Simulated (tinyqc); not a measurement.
Comparisons within one model: linear model of a band gap against the share of exact exchange. A value that a table varies takes the place of the one given here.

E(alpha) = E0 + S alpha. A wider gap screens less, modelled in the Penn form eps(alpha) = 1 + (e0 - 1)(EP/(EP + S alpha))^2 with a scale EP chosen for the exercise. A dielectric-dependent hybrid takes alpha = 1/eps.

Parameters, chosen for this exercise (of the order of those of SiO2; shifted at random, so the results belong to these values and not to a real crystal):
- E0 = 5.38 eV (gap of the semi-local functional)
- S = 9.24 eV (slope dE/d(alpha))
- e0 = 2.39 (optical dielectric constant at alpha = 0)
- EP = 30.9 eV (energy scale of the screening)
- Et = 8.95 eV (target gap)

## Sweep of alpha

Also the exciton scale relative to alpha = 0, (m/m(0))(eps(0)/eps)^2, with a mass proportional to E + D, D = E0/2 + 0.3 eV, a k.p rule for direct gaps only.

Results:

| alpha | E (eV) | eps | alpha eps | exciton scale |
|---|---|---|---|---|
| 0.00 | 5.380 | 2.390 | 0.000 | 1.00 |
| 0.05 | 5.842 | 2.349 | 0.117 | 1.09 |
| 0.10 | 6.304 | 2.310 | 0.231 | 1.19 |
| 0.15 | 6.766 | 2.273 | 0.341 | 1.29 |
| 0.20 | 7.228 | 2.238 | 0.448 | 1.39 |
| 0.25 | 7.690 | 2.203 | 0.551 | 1.50 |
| 0.35 | 8.614 | 2.139 | 0.749 | 1.73 |
| 0.50 | 10.000 | 2.052 | 1.026 | 2.11 |

What does this show, and why?

alpha eps reaches 1 between alpha = 0.35 and 0.5 (fixed point 0.485), and the target gap is met between 0.35 and 0.5. At the fixed point the gap is 9.87 eV, +0.92 eV from the target. From 0 to 0.25 the gap grows by 2.31 eV while eps falls by 8 %; the exciton scale, which takes both, grows by a factor of 1.50.

## What each parameter does

Fixed point alpha = 1/eps(alpha), gap and eps there. Each row changes one parameter from the base and keeps the others.

Results:

| case | alpha | E (eV) | eps |
|---|---|---|---|
| base | 0.4855 | 9.866 | 2.060 |
| E0 = 5.918 eV | 0.4855 | 10.404 | 2.060 |
| S = 10.164 eV | 0.4928 | 10.389 | 2.029 |
| e0 = 2.629 | 0.4401 | 9.447 | 2.272 |
| EP = 33.99 eV | 0.4789 | 9.805 | 2.088 |

What does this show?

The largest shifts from the base row, up to three for each result and ties (the steps differ in size, so this ranks the rows, not the parameters). alpha: e0 -0.0453, S +0.0073, EP -0.0066; unchanged at the printed digits by E0. E (eV): E0 +0.538, S +0.523, e0 -0.419. eps: e0 +0.212, S -0.031, EP +0.028; unchanged at the printed digits by E0.

(tinyqc, `OMP_NUM_THREADS=1 python tinyqc.py 1850330 1850331 out.jsonl`, Intel(R) Xeon(R) Processor @ 2.30GHz, 1 thread, shared host, about 0.01 s.)
